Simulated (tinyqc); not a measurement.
Gate-all-around wire with two subbands, quantum capacitance: one step of the calculation.

phi is the Fermi level above the lowest subband edge, in volts; Vg is counted from the gate voltage at which an empty wire would have phi = 0. Both directions of motion are filled (equilibrium).

Question. New phi. N1 = gv sqrt(2 md m0 kB T/(pi hbar^2)); n1 = N1 F(phi/Vt), n2 = g2 N1 F((phi - E2)/Vt), n = n1 + n2, F(e) = (1/sqrt(pi)) int_0^infinity u^(-1/2) du/(1 + exp(u - e)); Cq = q dn/dphi = (q N1/Vt) [F'(phi/Vt) + g2 F'((phi - E2)/Vt)]. Substitution: phi(new) = Vg - q (n)/Cox.

Inputs (values chosen for the exercise):
- T = 150 K (temperature)
- md = 0.24 m0 (mass along the wire)
- gv = 1 (valley degeneracy)
- E2 = 0.08 eV (second subband above the first)
- g2 = 2 (orbital degeneracy of the second subband)
- Vg = 0.31 V (gate voltage)

Constants: q = 1.602176634e-19 C, kB = 1.380649e-23 J/K, hbar = 1.054571817e-34 J s, m0 = 9.1093837015e-31 kg, Vt = kB T/q. Results are converted to the units shown.

phi at the start = 0.01 V
Cox = 17.466902 pF/cm

Give: n1; n2; phi after iteration 1.

Answer.

n1 = 1.492e6 cm^-1
n2 = 1.427e4 cm^-1
phi after iteration 1 = 0.2962 V

tinyqc, about 0.01 s, one thread, Intel Xeon 2.30GHz (shared host): `OMP_NUM_THREADS=1 python tinyqc.py 2200049 2200050 out.jsonl`
